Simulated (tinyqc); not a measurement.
Inside a calculation. Model: strained Delta valleys, repopulation and conductivity mass.

Program tinyqc, `OMP_NUM_THREADS=1 python tinyqc.py 2530037 2530038 out.jsonl`; Intel Xeon 2.30GHz, shared host, one thread, about 0.01 s. Printed values are rounded.

A cubic crystal with three pairs of conduction valleys along x, y and z under uniaxial stress X along [001] (X > 0 is tension); current along [110]. Non-degenerate electrons, fixed total density, one relaxation time for all valleys and stresses, masses unchanged by strain, so the mobility goes as the mean inverse mass.

Parameters, values chosen for the exercise; values close to those of silicon: temperature T = 350 K; compliance s11 = 7.75 1/TPa; compliance s12 = -2.14 1/TPa; compliance s44 = 12.8 1/TPa; shear deformation potential Xu = 8.97 eV; longitudinal mass ml = 0.905 m0; transverse mass mt = 0.188 m0; uniaxial stress (tension positive) X = -120 MPa.

Constants: q = 1.602176634e-19 C, kB = 1.380649e-23 J/K, Vt = kB T/q. Results are converted to the units shown.

## Strain tensor

Stress s_ij = X a_i a_j with a the unit vector along [001]; strain e_ii = s11 s_ii + s12 (s_jj + s_kk), e_ij = s44 s_ij/2.

strain (%):

|  | x | y | z |
|---|---|---|---|
| x | 0.02568000 | 0.00000000 | 0.00000000 |
| y | 0.00000000 | 0.02568000 | 0.00000000 |
| z | 0.00000000 | 0.00000000 | -0.09300000 |

## Valley shifts and shares

Valley shift dE = Xu (n.e.n - trace(e)/3) with n the valley axis; share f proportional to exp(-dE/Vt).

| valley | dE (meV) | share f |
|---|---|---|
| x | 3.548532 | 0.2921176 |
| y | 3.548532 | 0.2921176 |
| z | -7.097064 | 0.4157647 |

The splitting is 10.6 meV, 0.35 Vt.

## Conductivity mass and mobility

Inverse mass along the current d = [110]: (n.d)^2/ml + (1 - (n.d)^2)/mt; mu/mu0 = sum f (1/m) over the plain mean of 1/m.

1/m along d, valley x to z (1/m0): [3.212061, 3.212061, 5.319149]
conductivity mass = 0.2446116 m0
unstrained value = 0.2554655 m0
mu/mu0 = 1.044372

The possible range, all electrons in one kind of valley, is 0.821 to 1.36.
